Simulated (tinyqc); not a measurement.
# Ionisation ratio from the excess noise

Inverse problem. In the local model of an avalanche photodiode F = k M + (1 - k)(2 - 1/M), k the ratio of the ionisation coefficient of the other carrier to that of the injected one. Find k and F at twice the gain.

M = 36
excess noise factor F = 6.0555556

Answer. F is linear in k: k = (F - 2 + 1/M)/(M - 2 + 1/M).

k = 0.1200
F at 2 M = 10.39

Numbers from tinyqc (`OMP_NUM_THREADS=1 python tinyqc.py 2120020 2120021 out.jsonl`; about 0.07 s on one thread of a shared Intel Xeon 2.30GHz).
